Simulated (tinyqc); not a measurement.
Luttinger-Kohn k.p, four valence bands, step by step. Computed by tinyqc, a small Python program that keeps every step. Settings: g1 = 9.83, g2 = 0.93, g3 = 1.58. Command: `OMP_NUM_THREADS=1 python tinyqc.py 26889 26890 out.jsonl` (the two numbers bound the seeds that draw the settings). One thread of a shared host (Intel(R) Xeon(R) Processor @ 2.60GHz), about 0.01 s of CPU time with the checks.

## Bloch Hamiltonian at k

Luttinger parameters chosen for this model; energies are counted downward from the top of the valence band:
```
parameter     value  unit
g1         9.830000
g2         0.930000
g3         1.580000
```

k point k (1/angstrom): [-0.01500, 0.02600, -0.00900]

P = c g1 k^2, Q = c g2 (kx^2 + ky^2 - 2 kz^2), R = c sqrt3 [-g2 (kx^2 - ky^2) + 2i g3 kx ky], S = 2 c sqrt3 g3 (kx - i ky) kz, c = hbar^2/2m = 3.809982 eV angstrom^2; rows [P+Q, -S, R, 0], [-S*, P-Q, 0, R], [R*, 0, P-Q, S], [0, R*, S*, P+Q]. The path ends lie at |k| = 0.03 1/angstrom.

H(k) at k (eV), order 3/2, 1/2, -1/2, -3/2:
$$\begin{pmatrix}
0.03940 & -0.00282-0.00488i & 0.00277-0.00813i & 0.00000 \\
-0.00282+0.00488i & 0.03416 & 0.00000 & 0.00277-0.00813i \\
0.00277+0.00813i & 0.00000 & 0.03416 & 0.00282+0.00488i \\
0.00000 & 0.00277+0.00813i & 0.00282-0.00488i & 0.03940
\end{pmatrix}$$

## Levels at k

Diagonalise the Hermitian matrix.

eigenvalues (eV): [0.02618, 0.02618, 0.04738, 0.04738]

## Bands along a path

The same steps at evenly spaced points between the labelled ones.

Bands along the path (eV):
```
k              band 1   band 2   band 3   band 4
[111]         0.02287  0.02287  0.04454  0.04454
[111]-G 0.20  0.01464  0.01464  0.02851  0.02851
[111]-G 0.40  0.00823  0.00823  0.01604  0.01604
[111]-G 0.60  0.00366  0.00366  0.00713  0.00713
[111]-G 0.80  0.00091  0.00091  0.00178  0.00178
G             0.00000  0.00000  0.00000  0.00000
G-[100] 0.20  0.00109  0.00109  0.00160  0.00160
G-[100] 0.40  0.00437  0.00437  0.00641  0.00641
G-[100] 0.60  0.00984  0.00984  0.01443  0.01443
G-[100] 0.80  0.01749  0.01749  0.02565  0.02565
[100]         0.02733  0.02733  0.04008  0.04008
```

## Hole masses

E = c [g1 k^2 -/+ 2 sqrt(g2^2 k^4 + 3 (g3^2 - g2^2)(kx^2 ky^2 + ky^2 kz^2 + kz^2 kx^2))] with c = hbar^2/2m, and m* = hbar^2 k^2 / (2 E).

Masses (electron masses):
```
direction    heavy    light
[100]      0.12547  0.08554
[110]      0.14410  0.07861
[111]      0.14993  0.07698
```
